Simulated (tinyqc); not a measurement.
# Well width for a wanted wavelength

Inverse problem. The layer is x parts of the first compound and 1 - x of the second, grown coherently on the second as substrate and barrier. Rows of the table: lattice constant a, average valence level Ea on an absolute scale, spin-orbit splitting so, gaps at Gamma, X and L, hydrostatic deformation potentials av and ac (Gamma), shear potential b, elastic constants, electron and heavy-hole (along z) masses. All are interpolated linearly in x; gaps get -C x (1 - x), taken wholly in the conduction band; real line-ups can differ from this model by 0.1 eV or more. In-plane strain e = (a_substrate - a)/a, e_z = -2 (c12/c11) e, volume change 2 e + e_z. With v = 2 e + e_z and d = 2 b (e_z - e): Eav = Ea + av v; E_hh = Eav + so/3 - d/2; E_lh = Eav - so/6 + d/4 + sqrt(so^2 + so d + 9 d^2/4)/2; E_c = Ea + so/3 + EG + ac v (Gamma). Substrate: E_v = Ea + so/3, E_c = E_v + EG. Well depths: dEc = E_c(substrate) - E_c, dEhh = E_hh - E_v(substrate), dElh likewise; strained Gamma gap E_c - max(E_hh, E_lh); positive values confine carriers in the layer. Lowest level of a finite well of width Lw and depth V: kw Lw/2 = arctan(sqrt((mw/mb)(V - E)/E)), kw = sqrt(mw E/C), C = hbar^2/(2 m0), for electrons (dEc) and heavy holes (dEhh), mb from the substrate; transition E_c - E_hh + both levels, without exciton binding; wavelength h c/E. Find Lw and the two levels.

Values chosen for this exercise:
- x = 0.34 (fraction of the first compound in the layer)
- CG = 0.477 eV (bowing of the Gamma gap)
- CX = 1.4 eV (bowing of the X gap)
- CL = 0.33 eV (bowing of the L gap)

Constants: q = 1.602176634e-19 C, hbar = 1.054571817e-34 J s, h = 6.62607015e-34 J s, m0 = 9.1093837015e-31 kg, c = 299792458 m/s, hbar^2/(2 m0) = 0.0380998212 eV nm^2. Results are converted to the units shown.

Binary compounds, values chosen for the exercise:
```
	close to InAs	close to GaAs
a (angstrom)	6.058	5.653
Ea (eV)	-6.67	-6.92
so (eV)	0.382	0.339
EG (eV)	0.352	1.4
EX (eV)	1.35	1.9
EL (eV)	1.06	1.73
av (eV)	1.01	1.16
ac (eV)	-5.06	-7.24
b (eV)	-1.78	-1.72
c11 (GPa)	83.9	117
c12 (GPa)	44.8	53.6
me (m0)	0.0231	0.0679
mh (m0)	0.334	0.355
```

wavelength = 1076.6779 nm

Answer. Both levels fall steadily as the well widens, so the wavelength rises steadily and one width matches.

Lw = 4.900 nm
electron level = 83.28 meV
heavy-hole level = 23.96 meV

Program tinyqc, `OMP_NUM_THREADS=1 python tinyqc.py 2690147 2690148 out.jsonl`; Intel Xeon 2.30GHz, shared host, one thread, about 0.01 s.
